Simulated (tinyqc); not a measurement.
# n-type polysilicon, carrier trapping at grain boundaries, step by step

tinyqc, about 0.01 s, one thread, Intel Xeon 2.30GHz (shared host): `OMP_NUM_THREADS=1 python tinyqc.py 2830154 2830155 out.jsonl` Printed values are rounded.

One-dimensional grains of size Lg, uniform ionised doping N, monovalent traps Qt at each boundary at a depth Et below (for electrons) or above (for holes) the band edge there, abrupt depletion of width W on each side of a boundary, Boltzmann statistics. xi is the distance from the band edge at the grain centre to the Fermi level. Trapped charge Qt/(1 + exp((xi + VB - Et)/Vt)) = 2 N W, barrier VB = q N W^2/(2 eps0 eps_r).

Parameters, values chosen for the exercise; values of the order met in polycrystalline silicon:
- T = 400 K (temperature)
- eps_r = 11.7 (relative permittivity)
- NB = 4.31e19 cm^-3 (conduction-band density of states at T)
- Lg = 280 nm (grain size)
- Qt = 6e11 cm^-2 (trap density of a grain boundary)
- Et = 0.41 eV (depth of the trap level from the majority band edge at the boundary)
- ms = 0.26 m0 (mass for thermionic emission)
- fe = 0.12 (correction factor of the emission rate)
- mug = 94 cm^2/(V s) (mobility inside the grains)
- N = 4.5e16 cm^-3 (doping)

Constants: q = 1.602176634e-19 C, kB = 1.380649e-23 J/K, m0 = 9.1093837015e-31 kg, Vt = kB T/q, eps0 = 8.8541878128e-14 F/cm where lengths are in cm. Results are converted to the units shown.

## Starting value

W = 53 nm.

W at the start = 53 nm

## Iteration 1: new W

Partly depleted grain, xi = Vt ln(NB/N): f = 1/(1 + exp((xi + VB - Et)/Vt)), g = Qt f - 2 N W, g' = -2 Qt f (1 - f) VB/(W Vt) - 2 N, W(new) = W - g/g'.

VB = 0.0977485 V
f = 0.899728
g = 6.28367e10 cm^-2
g' = -1.47926e10 cm^-2/nm
W after iteration 1 = 57.2478 nm

## Iteration 2: new W

As before.

VB = 0.114045 V
f = 0.848312
g = -6.24373e9 cm^-2
g' = -1.79243e10 cm^-2/nm
W after iteration 2 = 56.8995 nm

## Iteration 3: new W

As before.

VB = 0.112661 V
f = 0.853405
g = -5.25974e7 cm^-2
g' = -1.76236e10 cm^-2/nm
W after iteration 3 = 56.8965 nm

## Course of the iteration

Stop when the step is below 1e-10 nm, or after 40 iterations.

Course of the iteration:
```
iteration  W before the step (nm)  step (nm)
1                              53       4.25
2                         57.2478     -0.348
3                         56.8995   -2.98e-3
4                         56.8965   -2.15e-7
5                         56.8965    < 1e-12
```

Converged in 5 iterations.

## Depletion width, Fermi level and barrier

If the trap equation with xi = Vt ln(NB/N) has a root W < Lg/2, the grain is partly depleted; otherwise W = Lg/2 and the trap equation gives xi = Et - VB + Vt ln(Qt/(N Lg) - 1). N* = Qt/Lg.

N* = 2.14286e16 cm^-3
W = 56.8965 nm
xi = 0.236619 V
VB = 0.112650 V
share of traps filled = 0.853448

N is 2.10 N*, and the grain is partly depleted; VB = 3.27 Vt.

## Resistivity and effective mobility

n0 = NB exp(-xi/Vt); mean density n0 (1 - 2 W/Lg) by charge balance in a partly depleted grain, and n0 (sqrt(pi)/2) erf(u)/u with u = sqrt(VB/Vt) in a fully depleted one; v = sqrt(kB T/(2 pi ms m0)); barrier resistivity Vt exp(VB/Vt)/(q fe n0 v Lg); grain resistivity (1 - 2 W/Lg)/(q n0 mug); effective mobility 1/(q mean density total resistivity).

n0 = 4.5e16 cm^-3
mean density = 2.67118e16 cm^-3
v = 6.09187e6 cm/s
barrier resistivity = 6.13399 ohm cm
grain resistivity = 0.875871 ohm cm
resistivity = 7.00986 ohm cm
effective mobility = 33.3332 cm^2/(V s)

The resistivity is 4.75 times that of a single crystal with the same N and mobility mug, and the mean density is 59.4 % of N.
